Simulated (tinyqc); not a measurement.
Undoped symmetric double-gate MOSFET, analytic potential model: effect of the temperature.

An undoped body of thickness ts between two equal insulators and tied gates; long channel, electrons only, n = ni exp((psi - V)/Vt) with V the quasi-Fermi potential (0 at the source, Vd at the drain), constant mobility, no quantisation. Across the body psi(x) = V - 2 Vt ln[(ts/(2 beta)) sqrt(q ni/(2 eps0 eps_r Vt)) cos(2 beta x/ts)], x from the centre. Q is the electron charge per area of the whole body.

Nc and Nv are given at 293 K and scale as (T/293 K)^1.5; Eg and mu are held fixed. ni = sqrt(Nc Nv) exp(-Eg/(2 Vt)), Eg in volts; r = eps_r tox/(eox ts); V0 = dphi + 2 Vt ln[(2/ts) sqrt(2 eps0 eps_r Vt/(q ni))]. beta (between 0 and pi/2) solves (Vg - V0 - V)/(2 Vt) = ln(beta) - ln(cos beta) + 2 r beta tan(beta). Q = 8 eps0 eps_r Vt beta tan(beta)/ts; I = mu (1/L)(4 eps0 eps_r/ts)(2 Vt)^2 [g(beta_s) - g(beta_d)] per width, g = beta tan(beta) - beta^2/2 + r beta^2 tan^2(beta), with beta_s at V = 0 and beta_d at V = Vd.  I(low) is taken at Vg = 0.25 V, Qs and I(high) at Vg = 1 V.

Values chosen for this exercise; material values those of a made-up semiconductor:
- Eg = 1.14 eV (band gap)
- eps_r = 13 (relative permittivity of the semiconductor)
- Nc = 2.78e19 cm^-3 (conduction-band density of states at the reference temperature)
- Nv = 3.27e19 cm^-3 (valence-band density of states at the reference temperature)
- eox = 3.73 (relative permittivity of the gate insulator)
- tox = 0.87 nm (insulator thickness)
- ts = 25 nm (body thickness)
- dphi = 0.05 V (gate work function less that of the intrinsic body)
- mu = 460 cm^2/(V s) (channel mobility)
- L = 0.2 um (gate length)
- Vd = 1 V (drain voltage)

Constants: q = 1.602176634e-19 C, kB = 1.380649e-23 J/K, Vt = kB T/q, eps0 = 8.8541878128e-14 F/cm where lengths are in cm. Results are converted to the units shown.

Effect of the temperature:
```
T (K)  V0 (V)  I(low) (nA/um)  Qs(high) (nC/cm^2)  I(high) (uA/um)
220    0.5305        0.001145                2531             1184
250    0.5169         0.01640                2535             1215
280    0.5031          0.1371                2543             1250
310    0.4892          0.7796                2556             1290
340    0.4752           3.333                2572             1332
370    0.4611           11.46                2592             1378
400    0.4469           33.21                2615             1428
430    0.4326           83.96                2640             1479
```

What does the comparison show?

As T goes from 220 to 430 K, I(low) rises from 0.00115 to 84.0 nA/um and I(high) rises from 1180 to 1480 uA/um. V0 falls from 0.530 to 0.433 V. In every row the surface density at the source at the higher gate voltage passes 0.3 Nc, where Boltzmann statistics fail. In every row mu V/L at the higher gate voltage, with V the smaller of Vd and Vg - V0, passes 3e6 cm/s, so velocity saturation would lower the current. In every row the mobility is held fixed, though a real one changes with T.

Numbers from tinyqc (`OMP_NUM_THREADS=1 python tinyqc.py 2440123 2440124 out.jsonl`; about 0.07 s on one thread of a shared Intel Xeon 2.30GHz).
